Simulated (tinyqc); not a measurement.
What a measurement delay does to the time exponent: bias-temperature instability from a Gaussian distribution of capture and emission barriers. Computed by tinyqc, a small Python program. Command: `OMP_NUM_THREADS=1 python tinyqc.py 3026181 3026182 out.jsonl bti walk`. One thread of a shared host (Intel(R) Xeon(R) Processor @ 2.30GHz), about 0.01 s of CPU time with the checks.

Each trap has a capture time tau_0 exp(E_c/(k_B T)) under stress and an emission time tau_0 exp(E_e/(k_B T)) after it. E_c is Gaussian, and E_e = E_c + d with d Gaussian and independent. A trap counts as filled once t_s exceeds its capture time and as emptied once t_r exceeds its emission time.

Inputs (values chosen for the exercise, for a model p-channel transistor):
```
quantity,value,unit
shift with all traps filled V_max,79,mV
mean capture barrier at zero field mu_c,1.56,eV
spread of capture barriers sigma_c,0.36,eV
lowering of mu_c per field k_F,0.046,eV/(MV/cm)
oxide field F,6.3,MV/cm
"mean of E_e - E_c at the stress field, delta",-0.3,eV
"spread of E_e - E_c, sigma_d",0.15,eV
time constant tau_0,1e-10,s
temperature T,85,C
stress time t_s,80000,s
```

Constants: k_B = 8.617333262e-05 eV/K.

Method:
- Demarcation energies E_s = k_B T ln(t_s/tau_0), E_r = k_B T ln(t_r/tau_0); mean barrier mu = mu_c - k_F F; z = (E_s - mu)/sigma_c; Phi is the standard normal distribution.
- Temperatures in kelvin are T(C) + 273.15.
- Shift without recovery dV0 = V_max Phi(z); local time exponent n = d ln dV0/d ln t_s = (k_B T/sigma_c) exp(-z^2/2)/(sqrt(2 pi) Phi(z)); apparent activation energy n E_s.
- Remaining shift dV = V_max int_(-infinity)^(E_s) g(E_c) [1 - Phi((E_r - E_c - delta)/sigma_d)] dE_c, g the Gaussian density of E_c (Gauss-Legendre, 120 points over 7 sigma_c below E_s).
- Columns: no delay, and delays of 1 us, 1 ms and 1 s.

mean barrier mu = 1.2702 eV

Shift (mV):
```
t_s (s),no delay,1 us,1 ms,1 s
1.00e+00,4.744,2.228,0.496,2.6888e-02
1.00e+01,6.905,4.087,1.299,1.1612e-01
1.00e+02,9.727,6.737,2.868,4.0516e-01
1.00e+03,13.272,10.205,5.450,1.1563e+00
1.00e+04,17.556,14.461,9.130,2.7411e+00
1.00e+05,22.535,19.432,13.805,5.4999e+00
1.00e+06,28.102,24.998,19.249,9.5473e+00
1.00e+07,34.090,30.985,25.197,1.4685e+01
```

What does the comparison show, and why?

Between 10 and 1000 s the apparent exponent is 0.142 without delay, 0.199 at 1 us, 0.311 at 1 ms and 0.499 at 1 s: a slow measurement loses more of a short stress than of a long one, which steepens the curve. Without delay the exponent falls from 0.163 to 0.084 over the table, so the growth is not a true power law. Caution: step-function filling and one Gaussian population are simplifications; real devices show several populations.
